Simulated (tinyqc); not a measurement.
Worked calculation: polytypes and stacking faults of a tetrahedral semiconductor in an axial Ising model with couplings up to third neighbours. Computed by tinyqc, a small Python program that keeps every step. Command: `OMP_NUM_THREADS=1 python tinyqc.py 3025199 3025200 out.jsonl polytype walk`. One thread of a shared host (Intel(R) Xeon(R) Processor @ 2.30GHz), about 0.01 s of CPU time with the checks. Intermediate numbers are printed to about 6 digits and carried at full precision; extremes and crossings named in words are read from the listed rows.

Each double layer has s = +1 or -1 for the sense of its stacking step; E per pair of atoms = E0 - sum_n J_n <s_i s_(i+n)>, n = 1, 2, 3. Hexagonality h = (1 - <s_i s_(i+1)>)/2.

Inputs (values chosen for the exercise, of the order of those of SiC for J, a, G and the gaps):
```
quantity                                    value      unit
J1                                           2.15  meV/pair
J2                                          -3.19  meV/pair
J3                                          -0.26  meV/pair
basal lattice constant a                     3.08  angstrom
shear modulus G                               192       GPa
Poisson ratio nu                             0.19         -
gap of 3C                                    2.39        eV
gap of 4H                                    3.26        eV
binding energy of the fault level E_b        0.24        eV
in-plane mass m                              0.37        m0
effective density of states N_c at 300 K  2.4e+19    1/cm^3
electron density n                        1.8e+19    1/cm^3
temperature T                                 350         K
```

Host polytype: 4H.

Constants: 1 eV/angstrom^2 = 16.02176634 J/m^2; m_0 = 9.1093837015e-31 kg; hbar = 1.054571817e-34 J s; k_B = 1.380649e-23 J/K; k_B = 8.617333262e-05 eV/K.

## Energies of the polytypes

correlations of the repeat units 3C (+), 2H (+-), 4H (++--), 6H (+++---), 15R (+++--), 8H (++++----), 21R (++++---), 9R (++-):
```
        n = 1     n = 2     n = 3
3C    1.00000   1.00000   1.00000
2H   -1.00000   1.00000  -1.00000
4H    0.00000  -1.00000   0.00000
6H    0.33333  -0.33333  -1.00000
15R   0.20000  -0.60000  -0.60000
8H    0.50000   0.00000  -0.50000
21R   0.42857  -0.14286  -0.71429
9R   -0.33333  -0.33333   1.00000
```

E - E(3C) = sum_n J_n (1 - C_n), C_n = <s_i s_(i+n)>. The gap is taken linear in h between 3C (h = 0) and 4H (h = 1/2), a rough rule, with a dash beyond.

Polytypes:
```
polytype        h  E - E(3C) (meV/pair)  gap by the linear rule (eV)
3C        0.00000               0.00000                      2.39000
2H        1.00000               3.78000                            -
4H        0.50000              -4.49000                      3.26000
6H        0.33333              -3.34000                      2.97000
15R       0.40000              -3.80000                      3.08600
8H        0.25000              -2.50500                      2.82500
21R       0.28571              -2.86286                      2.88714
9R        0.66667              -1.38667                            -
```

E(2H) - E(3C) = 3.78 meV/pair

E(4H) - E(3C) = -4.49 meV/pair

E(6H) - E(3C) = -3.34 meV/pair

The lowest is 4H, 0.690 meV/pair below 15R. J1/|J2| = 0.67: for J3 = 0 and J2 < 0 the ground state is 2H below -2, 4H between -2 and 2, and 3C above 2; at 2 itself all periods with bands of two or more layers are degenerate.

## Back from three energies to J1, J2, J3

With d2, d4, d6 the energies of 2H, 4H, 6H over 3C: d2 = 2 J1 + 2 J3, d4 = J1 + 2 J2 + J3, d6 = (2/3) J1 + (4/3) J2 + 2 J3, so J2 = (d4 - d2/2)/2, J3 = (3/4)(d6 - (2/3) d4), J1 = d2/2 - J3.

J1 recovered = 2.15 meV/pair

J2 recovered = -3.19 meV/pair

J3 recovered = -0.26 meV/pair

## Stacking-fault energies

fault coefficients k_n:
```
                      J1  J2  J3
single Shockley (31)   0  -4   0
double Shockley (62)  -4  -8   0
Frank-type (32)       -1  -2   3
```

Faults in 4H: the sequences single Shockley (31) (+++-), double Shockley (62) (++++++--), Frank-type (32) (+++--) are put between perfect repeats; k_n = (layers x C_n of the host) - sum_i s_i s_(i+n). gamma = sum k_n J_n/A, A = (sqrt 3/2) a^2; 1 meV/angstrom^2 = 16.02177 mJ/m^2.

gamma (mJ/m^2): single Shockley (31) 24.8845, double Shockley (62) 32.9973, Frank-type (32) 6.7282

energy of the glide fault, single Shockley (31) = 24.8845 mJ/m^2

The cheapest is the Frank-type (32) fault.

## Splitting of a basal screw dislocation

Screw line, bounded by the single Shockley (31) fault of energy gamma: b = a, partials b_p = a/sqrt 3; d = G b_p^2 (2 - 3 nu)/(8 pi gamma (1 - nu)). One partial is driven off by the shear stress gamma/b_p along its Burgers vector.

splitting width d = 17.1381 nm

stress to open the fault = 139.939 MPa

## Electronic energy gained by the fault

The fault binds electrons in a two-dimensional band E_b below the conduction edge, g2 = m m0/(pi hbar^2) for one valley. With the Fermi level held by the bulk, eta = ln[n/N_c(T)], N_c(T) = N_c (T/300)^1.5, the grand potential falls by g2 (k_B T)^2 F1(x), x = eta + E_b/(k_B T), F1(x) = integral from 0 to infinity of ln(1 + exp(x - t)) dt; sheet density g2 k_B T ln(1 + e^x). Band bending by the trapped charge is left out, so the gain is an upper bound. Net fault energy = gamma of the single Shockley (31) fault less the electronic gain.

x = 7.43848

sheet density = 3.46783e+13 1/cm^2

electronic gain = 6.60244 mJ/m^2

net fault energy = 18.2821 mJ/m^2

The gain offsets 27 % of the fault energy. Caution: the bulk is near degeneracy, where eta = ln(n/N_c) underestimates the Fermi level. Caution: rows with n above 0.3 N_c(T) are near degeneracy, where eta = ln(n/N_c) underestimates the Fermi level.

## Gain against electron density

The formulas are those given above.

At T:
```
n (1/cm^3)         x  sheet density (1/cm^2)  gain (mJ/m^2)   gain/gamma  gain/gamma at T + 200 K
1.00e+14    -4.66224             4.38241e+10    2.12268e-03  8.53014e-05              5.93506e-06
1.00e+15    -2.35965             4.20737e+11    2.07945e-02  8.35640e-04              5.93152e-05
1.00e+16    -0.05707             3.10010e+12    1.76543e-01  7.09450e-03              5.89651e-04
1.00e+17     2.24552             1.09370e+13    9.15228e-01  3.67790e-02              5.58200e-03
1.00e+18     4.54810             2.12508e+13    2.69798e+00  1.08420e-01              3.96929e-02
5.00e+18     6.15754             2.87142e+13    4.64054e+00  1.86483e-01              1.09860e-01
2.00e+19     7.54384             3.51692e+13    6.78024e+00  2.72468e-01              2.12711e-01
```

For x well below 0 the gain is k_B T times the sheet density and linear in n; for x well above 0 the well fills and the gain grows only about as x^2. It stays below the fault energy in all rows; 200 K more changes it by a factor 0.083 at 1e16.

Checks made by the program: the recovered constants (relative difference below 1e-10).
